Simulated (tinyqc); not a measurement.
# AlGaN/GaN HEMT with access regions, lumped model, step by step

Computed by the program tinyqc: `OMP_NUM_THREADS=1 python tinyqc.py 2570174 2570175 out.jsonl`, one thread of a shared Intel Xeon 2.30GHz, about 0.04 s for the whole run. Printed values are rounded.

A polarisation-induced electron sheet under a Schottky gate, in series with two ungated access regions and contacts. Drift law v = mu E/(1 + mu E/vs) under the gate. Currents in mA/mm, resistances in ohm mm. No self-heating, no channel-length modulation; fits for polarisation, barrier and offset are chosen for the exercise.

Parameters, values chosen for the exercise; values close to those of AlGaN/GaN structures:
```
symbol  value        unit                                               meaning
x        0.19                                    aluminium share of the barrier
d          18          nm                                     barrier thickness
eps_r     9.3                      relative permittivity of barrier and channel
mu       1500  cm^2/(V s)                                      channel mobility
vs      1.5e7        cm/s                                   saturation velocity
Lg       0.15          um                                           gate length
Ls        0.5          um                                  source access length
Ld        1.5          um                                   drain access length
Rc       0.42      ohm mm                            resistance of each contact
ft          0              share of the drain-access electrons removed by traps
Vg          0           V                                          gate voltage
Vd          1           V                                         drain voltage
Ec        2.9       MV/cm                                        critical field
te       0.32          um          depth over which the depleted charge spreads
tf         50          nm                       insulator under the field plate
ei        7.5                           relative permittivity of that insulator
```

Constants: q = 1.602176634e-19 C, eps0 = 8.8541878128e-14 F/cm where lengths are in cm. Results are converted to the units shown.

## Polarisation charge, threshold and sheet resistance

sigma = (5e13 x + 1.6e13 x^2) cm^-2, phiB = 0.84 + 1.3 x, dEc = 0.7 (1.71 x + x^2) in volts, Cb = eps0 eps_r/d, VT = phiB - dEc - q sigma/Cb, access density n0 = -Cb VT/q. Rsh = 1/(q mu n0); largest access current q n0 vs.

sigma = 1.007760e13 cm^-2
Cb = 0.4574664 uF/cm^2
VT = -2.695161 V
n0 = 7.695439e12 cm^-2
Rsh = 540.7106 ohm
q n0 vs = 1849.418 mA/mm

## Iteration 1: drain current

I at the start = 380 mA/mm

Access resistance R(L, n) = L/(q mu n sqrt(1 - (I/(q n vs))^2)); Rs = Rc + R(Ls, n0), Rd = Rc + R(Ld, (1 - ft) n0). Vg' = Vg - I Rs, Vd' = Vd - I (Rs + Rd); with u = Vg' - VT, Vc = vs Lg/mu and w the smaller of Vd' and Vc [sqrt(1 + 2 u/Vc) - 1] (0 if negative), the channel gives (mu Cb/Lg)(u w - w^2/2)/(1 + w/Vc). I(new) = I + 0.1 (channel current - I).

Rs = 0.6962495 ohm mm
Rd = 1.248749 ohm mm
Vg' = -0.2645748 V
Vd' = 0.2609007 V
channel current = 1002.172 mA/mm
I after iteration 1 = 442.2172 mA/mm

## Iteration 2: drain current

As before.

Rs = 0.6984321 ohm mm
Rd = 1.255296 ohm mm
Vg' = -0.3088587 V
Vd' = 0.1360278 V
channel current = 756.5494 mA/mm
I after iteration 2 = 473.6504 mA/mm

## Course of the iteration: drain current

Stop when I changes by less than 1e-6 mA/mm, or after 60 iterations. I must stay below q (1 - ft) n0 vs.

Course of the iteration:
```
iteration	I (mA/mm)	|change| (mA/mm)
1	442.2172	62.2
2	473.6504	31.4
3	478.2062	4.56
4	477.6330	0.573
5	477.7282	0.0952
6	477.7129	0.0153
7	477.7154	2.48e-3
8	477.7150	4.01e-4
9	477.7150	6.49e-5
10	477.7150	1.05e-5
11	477.7150	1.70e-6
12	477.7150	2.75e-7
```

Converged in 12 iterations. At the end each change is about 0.16 times the one before, with alternating sign: linear convergence. Of Vd, 6.40 % reaches the channel; the access current is 26 % of its limit.

## On-resistance and breakdown

sigma = (5e13 x + 1.6e13 x^2) cm^-2, phiB = 0.84 + 1.3 x, dEc = 0.7 (1.71 x + x^2) in volts, Cb = eps0 eps_r/d, VT = phiB - dEc - q sigma/Cb, access density n0 = -Cb VT/q. Ron = 2 Rc + Ls/(q mu n0) + Ld/(q mu (1 - ft) n0) + Lg/(mu Cb (Vg - VT)). Off state: a depleted stretch that holds the voltage V has the peak field sqrt(k V), k = 2 q n0/(eps0 eps_r te), so one edge holds V1 = Ec^2/k. The sheet under the plate pinches off at Vf = q n0 (1/Cb + tf/(eps0 ei)); beyond it the gate edge is screened. BV = V1 if Vf >= V1, else Vf + V1, and at most Ec Ld. Specific resistance Ron (Ls + Lg + Ld); figure of merit BV^2 over it.

Ron = 2.002528 ohm mm
Vf = 11.97849 V
V1 = 89.86774 V
BV = 101.8462 V
specific resistance = 0.04305435 mohm cm^2
figure of merit = 240.9200 MW/cm^2

The plate raises BV by a factor of 1.13.
